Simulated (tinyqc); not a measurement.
Extended Hueckel theory, for H4, step by step. One step of it, computed by the program tinyqc.

Task: Wolfsberg-Helmholz matrix. H_ij = K' S_ij (H_ii + H_jj)/2 for i != j (the diagonal keeps H_ii), with K' = K + D^2 + D^4 (1 - K), D = (H_ii - H_jj)/(H_ii + H_jj), K = 2.

overlap S, lower triangle:
```
          1H 1s     2H 1s     3H 1s     4H 1s
1H 1s  1.000000
2H 1s  0.663054  1.000000
3H 1s  0.548465  0.401191  1.000000
4H 1s  0.401191  0.548465  0.663054  1.000000
```

diagonal H_ii (eV): 1H 1s -13.600000, 2H 1s -13.600000, 3H 1s -13.600000, 4H 1s -13.600000

K = 2.000000

Give: H.

Result:

H (eV), lower triangle:
```
          1H 1s     2H 1s     3H 1s     4H 1s
1H 1s  -13.6000
2H 1s  -18.0351  -13.6000
3H 1s  -14.9182  -10.9124  -13.6000
4H 1s  -10.9124  -14.9182  -18.0351  -13.6000
```
